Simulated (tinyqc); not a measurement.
# Six-transistor SRAM cell, nodal equations and margins, step by step

Program tinyqc, `OMP_NUM_THREADS=1 python tinyqc.py 2340070 2340071 out.jsonl`; Intel Xeon 2.30GHz, shared host, one thread, about 0.1 s. Printed values are rounded.

Two cross-coupled inverters (pull-down bn, pull-up bp) hold the nodes Q and QB; access transistors (ba, threshold VTn, gate on the word line at Vdd when selected) join them to the bit lines. Transistor (EKV form, voltages against the body): I = 2 n b Vt^2 [F(vp - Vs) - F(vp - Vd)] from drain to source, F(v) = ln^2(1 + exp(v/(2 Vt))), vp = (Vg - VT + sg |Vd - Vs|)/n. n-channel bodies are at 0; for the p-channel device all voltages are counted down from Vdd. b in uA/V^2 gives I in uA. For an access transistor the bit line is the drain and the node the source. In a read both bit lines are at Vdd. The cell is symmetric (no mismatch).

Parameters, values chosen for the exercise: temperature T = 325 K; supply voltage Vdd = 0.6 V; slope factor n = 1.17; drain-induced barrier lowering sg = 0.056; n-channel threshold VTn = 0.33 V; p-channel threshold (magnitude) VTp = 0.34 V; gain factor of the pull-down transistor bn = 400 uA/V^2; gain factor of the access transistor ba = 400 uA/V^2; gain factor of the pull-up transistor bp = 140 uA/V^2.

Constants: q = 1.602176634e-19 C, kB = 1.380649e-23 J/K, Vt = kB T/q. Results are converted to the units shown.

## Iteration 1: node voltages in a read by Newton steps

(Q, QB) at the start (V): Q 0.000000, QB 0.600000

F1 = In(gate QB, drain Q) - Ip(gate QB, drain Q) - Ia(bit line, Q), F2 the same with Q and QB exchanged; J by central differences with +/- 1e-6 V; solve J d = -F, limit each component to +/- 0.15 V and add.

F1, F2 (uA): [-15.8220, 0.0001]

J (uS):

|  | Q | QB |
|---|---|---|
| F1 | 232.979 | 0.001 |
| F2 | 0.003 | 35.893 |

(Q, QB) after iteration 1 (V): Q 0.067912, QB 0.599993

## Iteration 2: node voltages in a read by Newton steps

As before.

F1, F2 (uA): [-2.23699, 0.00048]

J (uS):

|  | Q | QB |
|---|---|---|
| F1 | 166.927 | 28.273 |
| F2 | 0.021 | 25.983 |

(Q, QB) after iteration 2 (V): Q 0.081318, QB 0.599963

## Course of the iteration: node voltages in a read by Newton steps

Stop when the largest change of (Q, QB) is below 1e-9 V, or after 30 iterations. The rule counts as met only at the stable state with Q low.

Course of the iteration:

| iteration | Q (V) | largest \|change\| of one entry (V) |
|---|---|---|
| 1 | 0.0679117 | 0.0679 |
| 2 | 0.0813177 | 0.0134 |
| 3 | 0.0818919 | 5.74e-4 |
| 4 | 0.0818929 | 1.07e-6 |
| 5 | 0.0818929 | 3.77e-12 |

Converged in 5 iterations. At the end the number of correct digits about doubles with each step.

## Read current and disturbance

(Q, QB) (V): Q 0.0818929, QB 0.599958

Iread = Ia(bit line at Vdd, source Q); cell ratio bn/ba; time to pull a bit line of 20 fF down by 0.1 V at that current.

Iread = 7.26002 uA
cell ratio = 1
time = 275.481 ps

The read lifts the low node to 81.9 mV, against a balance point of 289 mV.

## The largest square in the read butterfly

| point | c (V) |
|---|---|
| 0 | 0.099 |
| 1 | 0.16 |
| 2 | 0.23 |
| 3 | 0.28 |
| 4 | 0.33 |
| 5 | 0.36 |
| 6 | 0.39 |

f(x) is the node voltage of one half-cell in a read for input x (In - Ip - Ia = 0). Static noise margin: side of the largest square between the curve (x, f(x)) and its mirror image (f(y), y); with h(c) the root x of f(x) - x = c, it is the maximum over c > 0 of h(c) - h(-c) + c.

| point | h(c) (V) | h(-c) (V) | side (V) |
|---|---|---|---|
| 0 | 0.269742 | 0.334703 | 0.034039 |
| 1 | 0.265501 | 0.367955 | 0.057546 |
| 2 | 0.260950 | 0.407200 | 0.083750 |
| 3 | 0.255457 | 0.435805 | 0.099651 |
| 4 | 0.242457 | 0.465467 | 0.106990 |
| 5 | 0.227187 | 0.484179 | 0.103008 |
| 6 | 0.205150 | 0.503849 | 0.091300 |

The maximum over c is 107.0 mV, the read margin; with the word line off (no Ia) the same construction gives 239.3 mV.
